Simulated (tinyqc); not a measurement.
MOS structure on a p-type body, non-linear Poisson equation by Newton steps: one step of the calculation.

One dimension, insulator interface at x = 0, acceptor density Na, uniform, net doping C = -(acceptor density). psi is counted from the intrinsic level: n = ni exp((psi - Vb)/Vt), p = ni exp(-psi/Vt); deep in the body psi_b = -Vt ln(Na/ni). The gate acts through Cox = eps0 eox/tox and has the potential psi_G = Vg - (phiM - chi - Vt ln(Nc/ni)). Boltzmann statistics, full ionisation, classical densities, no oxide or interface charge.

Task. Converged densities and sheet charges. n and p as above; box widths w_i (half boxes at both ends); band bending psi_0 - psi_b; N_inv = sum w n; N_dep = -sum w (p + C); centroid sum w n x/N_inv; gate charge Cox (psi_G - psi_0)/q.

Values chosen for this exercise; band and dielectric values close to those of silicon:
```
symbol,value,unit,meaning
T,250,K,temperature
Eg,1.14,eV,band gap
Nc,2.1e19,cm^-3,conduction-band density of states at T
Nv,2.04e19,cm^-3,valence-band density of states at T
chi,4.03,eV,electron affinity
eox,9.01,,relative permittivity of the gate insulator (close to aluminium oxide)
tox,8.8,nm,insulator thickness
phiM,4.55,eV,gate work function
Vb,0,V,electron quasi-Fermi potential against the body
Vg,0.78,V,gate voltage against the body
```

Constants: q = 1.602176634e-19 C, kB = 1.380649e-23 J/K, Vt = kB T/q, eps0 = 8.8541878128e-14 F/cm where lengths are in cm. Results are converted to the units shown.

| node | x (nm) | converged psi (V) | net doping C (cm^-3) |
|---|---|---|---|
| 0 | 0 | 0.55026700 | -8.3e15 |
| 1 | 0.3 | 0.54337413 | -8.3e15 |
| 2 | 0.796 | 0.53384860 | -8.3e15 |
| 3 | 1.61 | 0.52146539 | -8.3e15 |
| 4 | 2.97 | 0.50585521 | -8.3e15 |
| 5 | 5.2 | 0.48694967 | -8.3e15 |
| 6 | 8.89 | 0.46334073 | -8.3e15 |
| 7 | 15 | 0.43153976 | -8.3e15 |
| 8 | 25.1 | 0.38435244 | -8.3e15 |
| 9 | 41.7 | 0.31099710 | -8.3e15 |
| 10 | 69.2 | 0.19751259 | -8.3e15 |
| 11 | 115 | 0.03043304 | -8.3e15 |
| 12 | 190 | -0.18400720 | -8.3e15 |
| 13 | 314 | -0.37742125 | -8.3e15 |
| 14 | 519 | -0.40080656 | -8.3e15 |
| 15 | 857 | -0.40149821 | -8.3e15 |

ni = 6.6869868e7 cm^-3

Wanted: n; p; band bending; N_inv; N_dep; centroid of the electrons; gate charge over q.

Result.

| node | n (cm^-3) | p (cm^-3) |
|---|---|---|
| 0 | 8.2818e18 | 5.3993e-4 |
| 1 | 6.0141e18 | 7.4352e-4 |
| 2 | 3.8650e18 | 0.0011570 |
| 3 | 2.1753e18 | 0.0020557 |
| 4 | 1.0540e18 | 0.0042427 |
| 5 | 4.3823e17 | 0.010204 |
| 6 | 1.4648e17 | 0.030528 |
| 7 | 3.3473e16 | 0.13359 |
| 8 | 3.7449e15 | 1.1941 |
| 9 | 1.2435e14 | 35.959 |
| 10 | 6.4108e11 | 6975.1 |
| 11 | 2.7462e8 | 1.6283e7 |
| 12 | 13056 | 3.4249e11 |
| 13 | 1.6472 | 2.7146e15 |
| 14 | 0.55632 | 8.0378e15 |
| 15 | 0.53874 | 8.3000e15 |

band bending = 0.95177 V
N_inv = 1.2763e12 cm^-2
N_dep = 3.0816e11 cm^-2
centroid of the electrons = 2.4074 nm
gate charge over q = 1.5846e12 cm^-2

N_inv + N_dep is within 0.01 % of the gate charge.

Range of the model: On a fine mesh the surface electron density exceeds 0.3 Nc, so degeneracy and confinement would lower the charge and push it away from the interface.

Computed by the program tinyqc: `OMP_NUM_THREADS=1 python tinyqc.py 2080145 2080146 out.jsonl`, one thread of a shared Intel Xeon 2.30GHz, about 0.4 s for the whole run.
